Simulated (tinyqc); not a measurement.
Inside a calculation. Method: plane-wave Kohn-Sham cycle with exchange-only LDA in a layered model solid. Computed by tinyqc, a small Python program that keeps every step. Settings: points = 16, plane-wave index or count = 2, electrons = 4, k points = 3, area = 38.0, mixing = 0.3, iteration cap = 80, Kerker q0 = 0.55. Command: `OMP_NUM_THREADS=1 python tinyqc.py 20658 20659 out.jsonl` (the two numbers bound the seeds that draw the settings). One thread of a shared host (Intel(R) Xeon(R) Processor @ 2.60GHz), about 0.02 s of CPU time with the checks. Later iterations appear only in the table of the cycle.

## Iteration 1: potential

A solid whose potential varies along x alone (atomic units):
```
parameter                      value
period a                    8.500000
cross-section of the cell  38.000000
electrons per cell                 4
grid points                       16
plane waves -n..n, n               2
k points                           3
V1 in V1 cos(2 pi x/a)     -0.270000
```

density at the start, on the grid x_j = j a/N (e/bohr^3): [0.012384, 0.012384, 0.012384, 0.012384, 0.012384, 0.012384, 0.012384, 0.012384, 0.012384, 0.012384, 0.012384, 0.012384, 0.012384, 0.012384, 0.012384, 0.012384]

V_H(G) = 4 pi rho(G)/G^2 for G != 0 (uniform background); v_x = -(3 rho/pi)^(1/3); V = V_ext + V_H + v_x; Fourier components f(G_m) = (1/N) sum_j f(x_j) exp(-i G_m x_j).

Potentials on the grid (hartree):
```
x         V_ext     V_H      v_x        V
0.0000  -0.2700  0.0000  -0.2278  -0.4978
0.5312  -0.2494  0.0000  -0.2278  -0.4773
1.0625  -0.1909  0.0000  -0.2278  -0.4187
1.5938  -0.1033  0.0000  -0.2278  -0.3312
2.1250        0  0.0000  -0.2278  -0.2278
2.6562   0.1033  0.0000  -0.2278  -0.1245
3.1875   0.1909  0.0000  -0.2278  -0.0369
3.7188   0.2494  0.0000  -0.2278   0.0216
4.2500   0.2700  0.0000  -0.2278   0.0422
4.7812   0.2494  0.0000  -0.2278   0.0216
5.3125   0.1909  0.0000  -0.2278  -0.0369
5.8438   0.1033  0.0000  -0.2278  -0.1245
6.3750        0  0.0000  -0.2278  -0.2278
6.9062  -0.1033  0.0000  -0.2278  -0.3312
7.4375  -0.1909  0.0000  -0.2278  -0.4187
7.9688  -0.2494  0.0000  -0.2278  -0.4773
```

V(G_m), m = 0, 1, 2, ... (hartree): [-0.2278, -0.1350, 0.0000, 0.0000, 0.0000]

## Iteration 1: Hamiltonian at one k

k = 0.0000 2 pi / a

H(m,m') = (k + G_m)^2/2 delta + V(G_m - G_m'), with V(-G) = V(G).

H (hartree), order -2, -1, +0, +1, +2:
```
[[0.8650, -0.1350, 0.0000, 0.0000, 0.0000],
 [-0.1350, 0.0454, -0.1350, 0.0000, 0.0000],
 [0.0000, -0.1350, -0.2278, -0.1350, 0.0000],
 [0.0000, 0.0000, -0.1350, 0.0454, -0.1350],
 [0.0000, 0.0000, 0.0000, -0.1350, 0.8650]]
```

## Iteration 1: levels at that k

Diagonalise the Hermitian matrix.

eigenvalues (hartree): [-0.3293, 0.0237, 0.1243, 0.8867, 0.8875]

## Iteration 1: new density

Motion across x is left out: the lowest 2 band(s) hold two electrons at each of the k points (j + 1/2)/nk - 1/2. Residual R = rho(out) - rho(in); rho(new) = rho(in) + 0.3 R, with R(G) scaled by G^2/(G^2 + 0.55^2) (Kerker). rho(out) = 2/(a A nk) sum |psi|^2 with psi = sum c exp(i G x). Harris energy E = band energy - dV sum rho (V_H/2 + v_x) + (3/4) dV sum rho v_x with rho(in), dV = a A/N, band energy = (2/nk) sum of the filled levels.

rho(out) (e/bohr^3): [0.016896, 0.017510, 0.018305, 0.017410, 0.014289, 0.010153, 0.006606, 0.004462, 0.003775, 0.004462, 0.006606, 0.010153, 0.014289, 0.017410, 0.018305, 0.017510]

density after iteration 1 (e/bohr^3): [0.013032, 0.013246, 0.013588, 0.013524, 0.012884, 0.011981, 0.011221, 0.010785, 0.010652, 0.010785, 0.011221, 0.011981, 0.012884, 0.013524, 0.013588, 0.013246]

energy per cell = -0.473697 hartree

## Iteration 2: potential

As before.

Potentials on the grid (hartree):
```
x         V_ext      V_H      v_x          V
0.0000  -0.2700   0.0293  -0.2317    -0.4724
0.5312  -0.2494   0.0281  -0.2330    -0.4544
1.0625  -0.1909   0.0238  -0.2350    -0.4022
1.5938  -0.1033   0.0153  -0.2346    -0.3226
2.1250        0   0.0030  -0.2309    -0.2279
2.6562   0.1033  -0.0111  -0.2253    -0.1331
3.1875   0.1909  -0.0237  -0.2205    -0.0532
3.7188   0.2494  -0.0323  -0.2176  -4.31e-04
4.2500   0.2700  -0.0353  -0.2167     0.0180
4.7812   0.2494  -0.0323  -0.2176  -4.31e-04
5.3125   0.1909  -0.0237  -0.2205    -0.0532
5.8438   0.1033  -0.0111  -0.2253    -0.1331
6.3750        0   0.0030  -0.2309    -0.2279
6.9062  -0.1033   0.0153  -0.2346    -0.3226
7.4375  -0.1909   0.0238  -0.2350    -0.4022
7.9688  -0.2494   0.0281  -0.2330    -0.4544
```

V(G_m), m = 0, 1, 2, ... (hartree): [-0.2276, -0.1230, 0.0002, 0.0004, 0.0000]

## Iteration 2: Hamiltonian at one k

k = 0.0000 2 pi / a

As before.

H (hartree), order -2, -1, +0, +1, +2:
```
[[0.8652, -0.1230, 0.0002, 0.0004, 0.0000],
 [-0.1230, 0.0456, -0.1230, 0.0002, 0.0004],
 [0.0002, -0.1230, -0.2276, -0.1230, 0.0002],
 [0.0004, 0.0002, -0.1230, 0.0456, -0.1230],
 [0.0000, 0.0004, 0.0002, -0.1230, 0.8652]]
```

## Iteration 2: levels at that k

As before.

eigenvalues (hartree): [-0.3146, 0.0273, 0.1142, 0.8833, 0.8838]

## Iteration 2: new density

As before.

rho(out) (e/bohr^3): [0.016478, 0.017063, 0.017858, 0.017131, 0.014311, 0.010445, 0.007026, 0.004897, 0.004201, 0.004897, 0.007026, 0.010445, 0.014311, 0.017131, 0.017858, 0.017063]

density after iteration 2 (e/bohr^3): [0.013545, 0.013892, 0.014449, 0.014336, 0.013259, 0.011714, 0.010382, 0.009593, 0.009346, 0.009593, 0.010382, 0.011714, 0.013259, 0.014336, 0.014449, 0.013892]

energy per cell = -0.448856 hartree

## Convergence

Stop when sqrt(dV sum R^2) is below 1e-8, dV = a A/N.

Course of the cycle:
```
iteration  E (hartree)  norm of the residual
1            -0.473697              9.81e-02
2            -0.448856              7.22e-02
3            -0.435551              5.30e-02
4            -0.428476              3.89e-02
5            -0.424727              2.85e-02
6            -0.422743              2.09e-02
7            -0.421694              1.54e-02
8            -0.421138              1.13e-02
9            -0.420844              8.28e-03
10           -0.420687              6.09e-03
11           -0.420604              4.48e-03
...                ...                   ...
45           -0.420510              1.56e-07
46           -0.420510              1.15e-07
47           -0.420510              8.57e-08
48           -0.420510              6.36e-08
49           -0.420510              4.72e-08
50           -0.420510              3.50e-08
51           -0.420510              2.60e-08
52           -0.420510              1.93e-08
53           -0.420510              1.43e-08
54           -0.420510              1.06e-08
55           -0.420510              7.89e-09
```

Converged in 55 iterations. Before convergence this energy mixes input and output and is not variational, so it may rise towards its limit.
